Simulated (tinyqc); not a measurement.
Solid solubility of a dopant against its melt (retrograde solidus), clustering and the electrically active fraction: one step, computed by the program tinyqc. Command: `OMP_NUM_THREADS=1 python tinyqc.py 3006748 3006749 out.jsonl retro walk`. One thread of a shared host (Intel(R) Xeon(R) Processor @ 2.30GHz), about 0.01 s of CPU time with the checks.

Question. Liquidus and solidus at T. x_l and x_s are atom fractions of the dopant in melt and solid; the solid is dilute. Liquidus of the host: R T ln(1 - x_l) + L x_l^2 = -H_f (1 - T/T_m). Distribution: k = x_s/x_l = exp[L (1 - x_l)^2/(R T)] exp(S/k_B - H/(k_B T)), the first factor being the activity coefficient in the melt. Solubility = x_s N0; at T_m x_l = 0.

Inputs (values chosen for the exercise, of the order of those of gallium in silicon for the solubility): melting point of the host T_m = 1687 K; heat of melting of the host H_f = 50.2 kJ/mol; interaction L of the melt = 2.8 kJ/mol; enthalpy of transfer from melt to solid H = 0.667 eV; entropy of transfer S = -0.5 k_B; site density N0 = 5e+22 1/cm^3; temperature T = 1370 K.

Constants: R = 8.314462618 J/(mol K); k_B = 8.617333262e-05 eV/K.

Give: x_l; distribution coefficient k; x_s; solubility; k at the melting point.

Answer.

x_l = 0.60015

distribution coefficient k = 0.0022195

x_s = 0.0013320

solubility = 6.6600e+19 1/cm^3

k at the melting point = 0.0075325

k has changed by a factor 0.29 from its value at T_m, while x_l has grown from 0 to 0.600.
